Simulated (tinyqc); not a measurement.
# Changing the screening length lambda

Model: Landau-Devonshire theory of a uniaxial ferroelectric. Computed by tinyqc, a small Python program. Command: `OMP_NUM_THREADS=1 python tinyqc.py 3002915 3002916 out.jsonl ferro sweep`. One thread of a shared host (Intel(R) Xeon(R) Processor @ 2.30GHz), about 0.01 s of CPU time with the checks.

G(P) = (alpha/2) P^2 + (beta*/4) P^4 + (gamma/6) P^6 - E P per volume, SI units, one domain, P along the polar axis, which is normal to the film.

Inputs (values chosen for the exercise, for a model ferroelectric): alpha_0 = 349000 J m/(C^2 K); Curie-Weiss temperature T0 = 750 K; beta = 3.07e+08 J m^5/C^4; gamma = 4.7e+09 J m^9/C^6; temperature T = 401 K; misfit strain u_m = -0.0068; electrostriction Q12 = -0.018 m^4/C^2; compliance s11 + s12 = 3.6e-12 m^2/N; film thickness d = 51 nm; background permittivity eps_b = 10.

Sample: epitaxial film.

Constants: eps_0 = 8.8541878128e-12 F/m.

Method:
- alpha = alpha_0 (T - T0*), with clamping: T0* = T0 + 4 Q12 u_m/(alpha_0 (s11 + s12)), beta* = beta + 4 Q12^2/(s11 + s12).
- Between shorted electrodes with screening length lambda each, the depolarising field is -k P, k = 2 lambda/(eps_0 (d + 2 lambda eps_b)), so alpha turns into alpha + k.
- Ps^2 = [-beta* + sqrt(beta*^2 - 4 alpha gamma)]/(2 gamma).
- The polar state is the lowest uniform state while alpha + k < 0 (beta* > 0) or < 3 beta*^2/(16 gamma) (beta* < 0); setting the equality gives the critical thickness d_c.

One run for each value; columns: (1) screening length lambda (nm); (2) critical thickness d_c (nm); (3) depolarising coefficient k (J m/C^2); (4) polarisation of the film (microcoulomb/cm^2); (5) size of the depolarising field (MV/m):
```
(1)       (2)        (3)    (4)    (5)
0.0010   0.86  4.427e+06  41.45   1.84
0.0019   1.63  8.409e+06  41.24   3.47
0.0037   3.17  1.636e+07  40.81   6.68
0.0072   6.16  3.180e+07  39.94  12.70
0.0140  11.99  6.167e+07  38.12  23.51
0.0270  23.12  1.183e+08  33.96  40.19
0.0520  44.52  2.257e+08  19.48  43.98
0.1000  85.62  4.262e+08   0.00   0.00
```

Describe and explain the trends.

Over the rows, critical thickness d_c (nm) rises from 0.856 to 85.6 (exponent d ln y / d ln x about 1.0 throughout); depolarising coefficient k (J m/C^2) rises from 4.43e6 to 4.26e8 (exponent d ln y / d ln x about 0.99 throughout); polarisation of the film (microcoulomb/cm^2) falls from 41.5 to 0. The exponent of critical thickness d_c stays at 1: k depends on lambda/d.

Caution (rows 0.00100): a critical thickness of a few unit cells is outside the continuum theory.

Extremes, crossings and ranges named in words are read from the listed rows.
